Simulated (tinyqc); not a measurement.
Level against rehybridisation: Weaire-Thorpe hybrids on a Bethe lattice: gap and dangling bond of an amorphous tetrahedral solid.

Four sp3 hybrids an atom at energy 0, coupled by -V1 on the atom and by -V2 along a bond; the bonds form a tree (no rings). For any network the gap runs at least from -V2 + V1 to V2 - 3 V1, and p-like states pile up at -V2 + V1 and V2 + V1. On the tree the gap is wider: it ends at Ec = -V1 + sqrt(V2^2 + 4 V1^2 - 2 sqrt3 V1 V2), which makes it well wider than the gaps of the real glasses. A branch seen from a hybrid has the self-energy S = V2^2 g, where g is the Green function of the hybrid across the bond, whose three partners carry S themselves. With a = z - V1, b = a - S: g = 1/(a + V1 b/(b + 3 V1)), z = E + i eta. A full atom has G = (1/b)(b + 3 V1)/(b + 4 V1) per hybrid; a dangling hybrid with shift dh has G = 1/(1/g - dh).

Values chosen for the exercise (out of a larger set: of the size of tabulated hybrid energies for tetrahedral carbon; not measured data): V1 = 2.09 eV (coupling of two hybrids on one atom); V2 = 10.5 eV (coupling of the two hybrids of a bond).

Root of 1/g(E) = dh for eta = 0 in the gap of the tree, between Ev = -V2 + V1 and Ec; a dash: none. A flatter atom makes the hybrid more p-like (dh > 0, up to V1), a more pyramidal one more s-like (dh < 0).

Level:
```
dh (eV)   E (eV)  above Ev (eV)  weight
-3.0     -2.6576         5.7524   0.883
-2.5     -2.2155         6.1945   0.886
-2.0     -1.7722         6.6378   0.887
-1.5     -1.3284         7.0816   0.888
-1.0     -0.8846         7.5254   0.887
-0.5     -0.4416         7.9684   0.885
0.0       0.0000         8.4100   0.881
0.5       0.4393         8.8493   0.876
1.0       0.8754         9.2854   0.868
```

A level exists for 9 of the 9 rows, from dh = -3 (5.752 eV above Ev) to 1 (9.285 eV); the gap of the tree is 13.510 eV. Its slope dE/d(dh) is the weight, largest at dh = -1.5 (0.89). A level that rises as the atom flattens is why an emptied dangling bond relaxes flat and a doubly filled one pyramidal.

Run: tinyqc, `OMP_NUM_THREADS=1 python tinyqc.py 1482471 1482472 out.jsonl`; Intel(R) Xeon(R) Processor @ 2.30GHz, one thread, shared host; about 0.02 s of CPU time with all checks.
